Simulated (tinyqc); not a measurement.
From spreading resistance back to radius a of the spreading-resistance contact: four-point probe, van der Pauw, Hall and spreading-resistance readings of a semiconductor layer. Computed by tinyqc, a small Python program. Command: `OMP_NUM_THREADS=1 python tinyqc.py 3113539 3113540 out.jsonl probe inv`. One thread of a shared host (Intel(R) Xeon(R) Processor @ 2.30GHz), about 0.04 s of CPU time with the checks.

The layer is uniform and ohmic; contacts are points unless a radius is given.

Inputs (values chosen for the exercise, modelled on n-type silicon): carrier density n = 1.7e+16 1/cm^3; drift mobility mu = 1210 cm^2/(V s); layer thickness t = 310 micrometre.

Backing of the layer: conducting.

Constants: e = 1.602176634e-19 C.

Method. rho = 1/(e n mu); R_s = rho/t. Flat disc contact with the current density of a half-space: R = (rho/(4 a)) c, c = (4/pi) int_0^infinity K(x t/a) sin(x) J1(x)/x^2 dx for a conducting backing, K = tanh, with the voltage averaged over the disc; c tends to 1 for t >> a.

Problem. A run gave the result below. Find the radius a of the spreading-resistance contact, known to lie between 1.8 and 3.5 micrometre.

spreading resistance = 254.6753 ohm

Solution.

Each step takes the trial c = (a f_b - b f_a)/(f_b - f_a), f being the result less the target and a, b, c the logarithms of the listed values; c replaces end b, the old b replaces a if the sign of f changed, and otherwise f_a is halved.

Scan of the range:
```
radius a of the spreading-resistance contact (micrometre)  spreading resistance (ohm)
1.80                                                                          420.348
2.01                                                                          376.318
2.25                                                                          336.062
2.51                                                                          301.139
2.80                                                                          269.838
3.13                                                                          241.275
3.50                                                                          215.654
```

False position (Illinois rule, in the logarithm of the input) inside the bracket:
```
step    end a    end b    trial  spreading resistance (ohm)
1     2.80000  3.13000  2.97060                     254.280
2     2.80000  2.97060  2.96189                     255.030
3     2.97060  2.96189  2.96600                     254.675
4     2.96189  2.96600  2.96600                     254.675
```

Spreading resistance falls at every point of a 13-point scan of the range (every second point is shown), so one value fits; it is bracketed by 2.80 and 3.13. Answer: radius a of the spreading-resistance contact = 2.966 micrometre.
